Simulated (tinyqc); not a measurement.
## Gate voltage for a given inversion charge

Question. p-type body, charge-sheet picture, depletion and inversion only, full ionisation (an idealisation for deep acceptors), Boltzmann statistics (rough once Na exp(x - xn) passes about Nc/7). In units of Vt: xg = (Vg - Vfb)/Vt, x = psi/Vt, G = gamma/sqrt(Vt), xn = (2 phiF + Vc)/Vt. The implicit equation is (xg - x)^2 = G^2 [x - 1 + exp(x - xn)] for x above about 3. Cox = eps0 eox/tox. ni = sqrt(Nc Nv) exp(-Eg/(2 Vt)), Eg in volts; phiF = Vt ln(Na/ni); gamma = sqrt(2 q eps0 eps_r Na)/Cox. N_inv = (Cox Vt G/q) [sqrt(x - 1 + exp(x - xn)) - sqrt(x - 1)]. Find x - xn, psi and Vg.

Parameters, values chosen for the exercise; band and dielectric values close to those of germanium: temperature T = 250 K; band gap Eg = 0.672 eV; relative permittivity eps_r = 16.2; conduction-band density of states at T Nc = 7.76e18 cm^-3; valence-band density of states at T Nv = 4.59e18 cm^-3; relative permittivity of the gate insulator (close to silicon nitride) eox = 7.41; insulator thickness tox = 6.1 nm; acceptor density Na = 1.1e17 cm^-3; flat-band voltage Vfb = -0.64 V; channel-body voltage Vc = 0 V.

Constants: q = 1.602176634e-19 C, kB = 1.380649e-23 J/K, Vt = kB T/q, eps0 = 8.8541878128e-14 F/cm where lengths are in cm. Results are converted to the units shown.

N_inv = 3.5e11 cm^-2

Solution. N_inv rises steadily with x, so it fixes x; the implicit equation then gives xg directly.

x - xn = 2.993
psi = 0.5644 V
Vg = 0.1306 V

tinyqc, about 0.01 s, one thread, Intel Xeon 2.30GHz (shared host): `OMP_NUM_THREADS=1 python tinyqc.py 2122157 2122158 out.jsonl`
